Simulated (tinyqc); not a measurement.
Inside a calculation. Method: plane-wave Kohn-Sham cycle with exchange-only LDA in a layered model solid. Computed by tinyqc, a small Python program that keeps every step. Settings: points = 16, plane-wave index or count = 2, electrons = 4, k points = 2, area = 20.0, mixing = 1.0, iteration cap = 68. Command: `OMP_NUM_THREADS=1 python tinyqc.py 23563 23564 out.jsonl` (the two numbers bound the seeds that draw the settings). One thread of a shared host (Intel(R) Xeon(R) Processor @ 2.60GHz), about 0.02 s of CPU time with the checks. Later iterations appear only in the table of the cycle.

## Iteration 1: potential

A solid whose potential varies along x alone (atomic units):
```
parameter                      value
period a                   14.400000
cross-section of the cell  20.000000
electrons per cell                 4
grid points                       16
plane waves -n..n, n               2
k points                           2
V1 in V1 cos(2 pi x/a)     -0.290000
V2 in V2 cos(4 pi x/a)     -0.200000
```

density at the start, on the grid x_j = j a/N (e/bohr^3): 0.01388889  0.01388889  0.01388889  0.01388889  0.01388889  0.01388889  0.01388889  0.01388889  0.01388889  0.01388889  0.01388889  0.01388889  0.01388889  0.01388889  0.01388889  0.01388889

V_H(G) = 4 pi rho(G)/G^2 for G != 0 (uniform background); v_x = -(3 rho/pi)^(1/3); V = V_ext + V_H + v_x; Fourier components f(G_m) = (1/N) sum_j f(x_j) exp(-i G_m x_j).

Potentials on the grid (hartree):
```
x              V_ext       V_H        v_x          V
0.000000   -0.490000  0.000000  -0.236708  -0.726708
0.900000   -0.409346  0.000000  -0.236708  -0.646054
1.800000   -0.205061  0.000000  -0.236708  -0.441769
2.700000    0.030443  0.000000  -0.236708  -0.206265
3.600000    0.200000  0.000000  -0.236708  -0.036708
4.500000    0.252400  0.000000  -0.236708   0.015692
5.400000    0.205061  0.000000  -0.236708  -0.031647
6.300000    0.126504  0.000000  -0.236708  -0.110204
7.200000    0.090000  0.000000  -0.236708  -0.146708
8.100000    0.126504  0.000000  -0.236708  -0.110204
9.000000    0.205061  0.000000  -0.236708  -0.031647
9.900000    0.252400  0.000000  -0.236708   0.015692
10.800000   0.200000  0.000000  -0.236708  -0.036708
11.700000   0.030443  0.000000  -0.236708  -0.206265
12.600000  -0.205061  0.000000  -0.236708  -0.441769
13.500000  -0.409346  0.000000  -0.236708  -0.646054
```

V(G_m), m = 0, 1, 2, ... (hartree): -0.236708  -0.145000  -0.100000  0.000000  0.000000

## Iteration 1: Hamiltonian at one k

k = 0.250000 2 pi / a

H(m,m') = (k + G_m)^2/2 delta + V(G_m - G_m'), with V(-G) = V(G).

H (hartree), lower triangle:
```
           -2         -1         +0         +1        +2
-2   0.054820
-1  -0.145000  -0.183162
+0  -0.100000  -0.145000  -0.230758
+1   0.000000  -0.100000  -0.145000  -0.087969
+2   0.000000   0.000000  -0.100000  -0.145000  0.245206
```

## Iteration 1: levels at that k

Diagonalise the Hermitian matrix.

eigenvalues (hartree): -0.505899  -0.123036  -0.020678  0.139827  0.307923

## Iteration 1: new density

Motion across x is left out: the lowest 2 band(s) hold two electrons at each of the k points (j + 1/2)/nk - 1/2. Residual R = rho(out) - rho(in); rho(new) = rho(in) + 1 R. rho(out) = 2/(a A nk) sum |psi|^2 with psi = sum c exp(i G x). Harris energy E = band energy - dV sum rho (V_H/2 + v_x) + (3/4) dV sum rho v_x with rho(in), dV = a A/N, band energy = (2/nk) sum of the filled levels.

rho(out) (e/bohr^3): 0.02911979  0.02960522  0.02807536  0.02098039  0.01101294  0.00392103  0.00138653  0.00104892  0.00104165  0.00104892  0.00138653  0.00392103  0.01101294  0.02098039  0.02807536  0.02960522

density after iteration 1 (e/bohr^3): 0.02911979  0.02960522  0.02807536  0.02098039  0.01101294  0.00392103  0.00138653  0.00104892  0.00104165  0.00104892  0.00138653  0.00392103  0.01101294  0.02098039  0.02807536  0.02960522

energy per cell = -1.02116261 hartree

## Iteration 2: potential

As before.

Potentials on the grid (hartree):
```
x              V_ext        V_H        v_x          V
0.000000   -0.490000   1.098505  -0.302961   0.305544
0.900000   -0.409346   1.020411  -0.304635   0.306429
1.800000   -0.205061   0.784020  -0.299295   0.279665
2.700000    0.030443   0.408288  -0.271599   0.167132
3.600000    0.200000  -0.037035  -0.219091  -0.056127
4.500000    0.252400  -0.455751  -0.155283  -0.358635
5.400000    0.205061  -0.777073  -0.109808  -0.681820
6.300000    0.126504  -0.972948  -0.100055  -0.946499
7.200000    0.090000  -1.038329  -0.099823  -1.048152
8.100000    0.126504  -0.972948  -0.100055  -0.946499
9.000000    0.205061  -0.777073  -0.109808  -0.681820
9.900000    0.252400  -0.455751  -0.155283  -0.358635
10.800000   0.200000  -0.037035  -0.219091  -0.056127
11.700000   0.030443   0.408288  -0.271599   0.167132
12.600000  -0.205061   0.784020  -0.299295   0.279665
13.500000  -0.409346   1.020411  -0.304635   0.306429
```

V(G_m), m = 0, 1, 2, ... (hartree): -0.207645  0.339435  -0.079045  -0.001162  -0.003159

## Iteration 2: Hamiltonian at one k

k = 0.250000 2 pi / a

As before.

H (hartree), lower triangle:
```
           -2         -1         +0         +1        +2
-2   0.083884
-1   0.339435  -0.154099
+0  -0.079045   0.339435  -0.201695
+1  -0.001162  -0.079045   0.339435  -0.058906
+2  -0.003159  -0.001162  -0.079045   0.339435  0.274270
```

## Iteration 2: levels at that k

As before.

eigenvalues (hartree): -0.785430  -0.281243  0.130587  0.370660  0.508880

## Iteration 2: new density

As before.

rho(out) (e/bohr^3): 0.00008305  0.00021380  0.00010609  0.00158854  0.00929759  0.02211870  0.03109767  0.03163451  0.03002535  0.03163451  0.03109767  0.02211870  0.00929759  0.00158854  0.00010609  0.00021380

density after iteration 2 (e/bohr^3): 0.00008305  0.00021380  0.00010609  0.00158854  0.00929759  0.02211870  0.03109767  0.03163451  0.03002535  0.03163451  0.03109767  0.02211870  0.00929759  0.00158854  0.00010609  0.00021380

energy per cell = -3.15064774 hartree

## Convergence

Stop when sqrt(dV sum R^2) is below 1e-8, dV = a A/N.

Course of the cycle:
```
iteration  E (hartree)  norm of the residual
1          -1.02116261              2.01e-01
2          -3.15064774              4.25e-01
3          -5.19822470              4.54e-01
4          -3.77756741              4.55e-01
5          -5.22884619              4.55e-01
6          -3.77801912              4.55e-01
7          -5.22886795              4.55e-01
8          -3.77801960              4.55e-01
9          -5.22886798              4.55e-01
10         -3.77801960              4.55e-01
11         -5.22886798              4.55e-01
...                ...                   ...
58         -3.77801960              4.55e-01
59         -5.22886798              4.55e-01
60         -3.77801960              4.55e-01
61         -5.22886798              4.55e-01
62         -3.77801960              4.55e-01
63         -5.22886798              4.55e-01
64         -3.77801960              4.55e-01
65         -5.22886798              4.55e-01
66         -3.77801960              4.55e-01
67         -5.22886798              4.55e-01
68         -3.77801960              4.55e-01
```

Not converged within 68 iterations: the residual has stopped falling: the iteration swings between two states. Reruns (cap 100 unless said): mixing 0.1: not converged; mixing 0.5, Kerker q0 1.0: converged in 67 (E = -0.78871); mixing 0.3, Pulay depth 5: converged in 15 (E = -0.78871); the original settings with a cap of 400: not converged.
